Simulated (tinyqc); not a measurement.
Capacitance measurement on a leaky thin oxide: effects of series resistance and leakage: one step of the calculation.

The device is a capacitance C in parallel with a leakage conductance G, in series with Rs and Ls. An impedance meter reports either a parallel pair (Cp, Gp) from Y = 1/Z = Gp + i w Cp or a series pair (Cs, Rm) from Z = Rm + 1/(i w Cs); w = 2 pi f, dissipation D = Gp/(w |Cp|).

Question. What the meter reports. Z = Rs + i w Ls + 1/(G + i w C).

Parameters, values chosen for the exercise; values of the order met in thin-oxide MOS capacitors: series resistance Rs = 23 ohm; series inductance Ls = 0 nH; measuring frequency f = 1e6 Hz.

C = 186.65585 pF
G = 288.88889 uS

Wanted: Z; Cp; Gp; Cs; D.

Answer.

Z = 221.0-803.9i ohm
Cp = 184.1 pF
Gp = 318.0 uS
Cs = 198.0 pF
D = 0.2749

Cp is 1.4 % below C and Cs is 6.1 % above it; G Rs = 0.00664, w C Rs = 0.0270 and G/(w C) = 0.246.

Program tinyqc, `OMP_NUM_THREADS=1 python tinyqc.py 2022171 2022172 out.jsonl`; Intel Xeon 2.30GHz, shared host, one thread, about 0.01 s.
